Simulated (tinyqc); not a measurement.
Ion implantation: universal nuclear stopping, Lindhard-Scharff electronic stopping and a Gaussian range profile: one step, computed by the program tinyqc.

An ion slows by elastic collisions with screened nuclei and by friction with electrons; channelling is ignored and the target is uniform.

Question. Range and straggle. Reduced energy eps = 32.53 M2 E/(Z1 Z2 (M1 + M2)(Z1^0.23 + Z2^0.23)), E in keV; s_n = ln(1 + 1.1383 eps)/(2 (eps + 0.01321 eps^0.21226 + 0.19593 eps^0.5)) for eps up to 30 and ln(eps)/(2 eps) above; S_n = 8.462 Z1 Z2 M1 s_n/((M1 + M2)(Z1^0.23 + Z2^0.23)) in 1e-15 eV cm^2. S_e = k 3.83 Z1^(7/6) Z2/(Z1^(2/3) + Z2^(2/3))^(3/2) sqrt(E/M1) in 1e-15 eV cm^2, E in keV. Path length R = int_0^E dE'/(N (S_n + S_e)); energy lost to nuclei nu = int_0^E S_n/(S_n + S_e) dE' (both with E' = E y^3 and 64 Gauss-Legendre points in y). Estimates of Lindhard type: R_p = R/(1 + M2/(3 M1)), straggle dR_p = (2/3) R_p sqrt(M1 M2)/(M1 + M2).

Inputs (values chosen for the exercise, modelled on nitrogen ions in copper):
```
quantity                               value    unit
ion atomic number Z1                       7       -
ion mass M1                               14       u
target atomic number Z2                   29       -
target mass M2                         63.55       u
target density N                        84.9  1/nm^3
ion energy E                              36     keV
scale factor of electronic stopping k    1.2       -
```

Give: path length R; projected range R_p; straggle dR_p; energy lost to nuclei nu.

Answer.

path length R = 82.13 nm

projected range R_p = 32.68 nm

straggle dR_p = 8.380 nm

energy lost to nuclei nu = 18.04 keV

50 % of the energy goes to nuclei over the whole path. Caution: the estimates of R_p and dR_p assume mainly nuclear stopping and an ion not much lighter than the target; here they are rough, and for light ions in heavy targets the straggle can be low by a factor of two or more.
